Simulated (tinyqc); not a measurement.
Inputs raised by 5 %, one at a time: vacuum evaporation: vapour pressure, source flux, thickness distribution, purity and step coverage. Computed by tinyqc, a small Python program. Command: `OMP_NUM_THREADS=1 python tinyqc.py 3110890 3110891 out.jsonl evap sens`. One thread of a shared host (Intel(R) Xeon(R) Processor @ 2.30GHz), about 0.02 s of CPU time with the checks.

Molecular flow, unit sticking of the metal, no re-evaporation. The background gas is taken as water vapour (18.015 g/mol, collision diameter 0.37 nm) at 300 K.

Inputs (values chosen for the exercise, modelled on copper, with constants for the liquid): molar mass M = 63.55 g/mol; film density rho = 8.96 g/cm^3; vapour-pressure constant A = 10.85; vapour-pressure constant B = 16470 K; source temperature T = 1570 K; source area = 4.7 cm^2; directionality n = 1; source-to-wafer distance h = 68 cm; wafer radius R = 10 cm; background pressure p = 1e-08 Pa; sticking of background gas = 0.9.

Constants: u = 1.6605390666e-27 kg; k_B = 1.380649e-23 J/K; R = 8.314462618 J/(mol K).

Method:
- log10(p_v/Pa) = A - B/T; flux from the surface Phi = p_v/sqrt(2 pi m k_B T), m = M u.
- Mass loss = Phi x area x m; heat of evaporation = ln(10) R B; d ln Phi/dT = ln(10) B/T^2 - 1/(2 T).
- A small source emits (n + 1) Phi area cos^n(phi)/(2 pi) per solid angle; on a parallel plane at height h and lateral distance l the arrival rate is (n + 1) Phi area/(2 pi h^2) x (1 + (l/h)^2)^(-(n + 3)/2). Growth rate = arrival rate x m/rho, m = M u. The wafer is fixed and centred above the source.
- Mean free path lambda = k_B T_g/(sqrt2 pi d^2 p); unscattered share exp(-h/lambda); gas arrival p/sqrt(2 pi m_g k_B T_g); impurity ratio = sticking x gas arrival/metal arrival; monolayer time = 1e15 cm^-2/(sticking x gas arrival).

Runs; columns: (1) input moved; (2) from; (3) to; (4) non-uniformity (max - min)/(max + min) (%); (5) share of the material that lands on the wafer, 1 - (1 + (R/h)^2)^(-(n + 1)/2) (%); (6) impurity ratio; (7) mass loss (g/h):
```
(1)                                (2)       (3)     (4)     (5)         (6)     (7)
base run                             -         -  2.1393  2.1169  5.2226e-05   3.408
source temperature T (K)          1570    1648.5  2.1393  2.1169  1.6941e-05  10.508
source area (cm^2)                 4.7     4.935  2.1393  2.1169  4.9739e-05   3.579
source-to-wafer distance h (cm)     68      71.4  1.9423  1.9238  5.7579e-05   3.408
wafer radius R (cm)                 10      10.5  2.3559  2.3288  5.2226e-05   3.408
directionality n                     1      1.05  2.1660  2.1692  5.0952e-05   3.408
background pressure p (Pa)       1e-08  1.05e-08  2.1393  2.1169  5.4837e-05   3.408
vapour-pressure constant B (K)   16470   17293.5  2.1393  2.1169  1.7475e-04   1.019
```

Exponents ln(y'/y) / ln(x'/x); columns: (1) input; (2) non-uniformity (max - min)/(max + min); (3) share of the material that lands on the wafer, 1 - (1 + (R/h)^2)^(-(n + 1)/2); (4) impurity ratio; (5) mass loss:
```
(1)                            (2)     (3)      (4)      (5)
source temperature T         0.000   0.000  -23.075   23.075
source area                  0.000   0.000   -1.000    1.000
source-to-wafer distance h  -1.979  -1.960    2.000    0.000
wafer radius R               1.977   1.956    0.000    0.000
directionality n             0.255   0.501   -0.506    0.000
background pressure p        0.000   0.000    1.000    0.000
vapour-pressure constant B   0.000   0.000   24.754  -24.754
```

Which inputs matter most for each result?

Among the inputs moved here: non-uniformity (max - min)/(max + min) answers most in size to source-to-wafer distance h (exponent -1.979), and about equally to wafer radius R (+1.977); its exponent is below 0.0005 for source temperature T, source area, background pressure p, vapour-pressure constant B. Its exponent -1.979 in source-to-wafer distance h: the fall-off goes as (R/h)^2. share of the material that lands on the wafer, 1 - (1 + (R/h)^2)^(-(n + 1)/2) answers most in size to source-to-wafer distance h (exponent -1.960), and about equally to wafer radius R (+1.956); its exponent is below 0.0005 for source temperature T, source area, background pressure p, vapour-pressure constant B. Its exponent +1.956 in wafer radius R: the solid angle of a small wafer. Impurity ratio answers most in size to vapour-pressure constant B (exponent +24.754), next to source temperature T (-23.075); its exponent is below 0.0005 for wafer radius R. Its exponent +2.000 in source-to-wafer distance h: the metal flux falls as 1/h^2. Mass loss answers most in size to vapour-pressure constant B (exponent -24.754), next to source temperature T (+23.075); its exponent is below 0.0005 for source-to-wafer distance h, wafer radius R, directionality n, background pressure p.
